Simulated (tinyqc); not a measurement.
Comparisons within one model: quantum well in an electric field by finite differences. A value that a table varies takes the place of the one given here.

Finite differences on points z_i at the centres of cells of width h: H_ii = (c/h^2)(1/m_(i-1/2) + 1/m_(i+1/2)) + V_i, H_(i,i+1) = -(c/h^2)/m_(i+1/2), where m_(i+1/2) is the mean of the masses at the two points (the end values are repeated outwards), psi = 0 on the points beyond both ends, c = hbar^2/2m0. The field adds e F (z - z0) with z0 the middle of the structure; 1 kV/cm = 1e-5 eV/angstrom.

Constants: hbar^2/2m0 = 3.80998211 eV angstrom^2.

Parameters, chosen for this exercise (near those of a strained Si well in SiGe; not measured data):
- layers = ((16, 0.187, 0.945), (24, 0, 0.926), (16, 0.187, 0.945)) (each layer: thickness in angstrom, band edge in eV, mass in m0)
- hf = 0.25 angstrom (cell width of the fine grid)
- Fs = (0, 33.3, 66.7, 100, 133, 167, 200) kV/cm (fields)
- Lw = 24 angstrom (well width)
- Lb = 16 angstrom (each outer barrier)
- V0 = 0.187 eV (barrier height)
- mw = 0.926 m0 (mass in the well)
- mb = 0.945 m0 (mass in the barriers)
- F = 140 kV/cm (field along z)

## Stark shift

Fine grid. Perturbation theory: dE1 = e F z_11 - beta (e F)^2 with beta = sum_j z_1j^2/(E_j - E_1) over the 13 next levels at zero field, z from z0.

Levels against field:
```
F (kV/cm)  E1 (eV)  E2 (eV)  dE1 (meV)  second order (meV)  <z - z0> (angstrom)  E2 - E1 (meV)
0           0.0356   0.1328       0.00                0.00                  0.0           97.2
33.3        0.0356   0.1328      -0.05               -0.05                 -0.3           97.2
66.7        0.0354   0.1327      -0.19               -0.19                 -0.6           97.3
100         0.0352   0.1326      -0.43               -0.43                 -0.9           97.4
133         0.0349   0.1325      -0.76               -0.76                 -1.1           97.6
167         0.0344   0.1323      -1.20               -1.20                 -1.4           97.9
200         0.0339   0.1320      -1.72               -1.73                 -1.7           98.1
```

z_11 = 0.00 angstrom
beta = 431.7 angstrom^2/eV

At zero field the state is centred, so the shift starts as F^2; it turns linear only if the state is pulled to one side. At 200 kV/cm E1 has moved by -1.72 meV, where second order gives -1.73 meV; they differ by 0.4 % there. The electron moves by -1.7 angstrom, against the rise of the potential. From 200 kV/cm on E2 lies above the lowest point of the outer barrier, so it is a resonance or a state of the finite grid, held or pushed up by its ends. E2 - E1 grows with the field; the ends are 97.2 and 98.1 meV.

## What each parameter does

Three layers: barrier, well, barrier; fine grid. The Stark shift is E1(F) - E1(0). Each row changes one parameter from the base and keeps the others.

Results:
```
case              E1 (eV)  E2 - E1 (meV)  Stark shift (meV)  <z - z0> (angstrom)
base               0.0348           97.7              -0.84                -1.20
Lw = 28 angstrom   0.0273           81.5              -1.22                -1.74
Lb = 20 angstrom   0.0347           96.5              -0.86                -1.23
V0 = 0.15 eV       0.0323           89.3              -1.01                -1.44
mw = 1.0649 m0     0.0325           91.3              -0.85                -1.21
mb = 1.134 m0      0.0331           95.8              -0.87                -1.24
F = 210 kV/cm      0.0337           98.2              -1.90                -1.80
```

The largest shifts from the base row, up to three for each result and ties (the steps differ in size, so this ranks the rows, not the parameters). E1 (eV): Lw -0.0074, V0 -0.0025, mw -0.0023. E2 - E1 (meV): Lw -16.2, V0 -8.4, mw -6.4. Stark shift (meV): F -1.05, Lw -0.38, V0 -0.17. <z - z0> (angstrom): F -0.59, Lw -0.53, V0 -0.24.

Run: tinyqc, `OMP_NUM_THREADS=1 python tinyqc.py 1280149 1280150 out.jsonl`; Intel(R) Xeon(R) Processor @ 2.30GHz, one thread, shared host; about 0.03 s of CPU time with all checks.
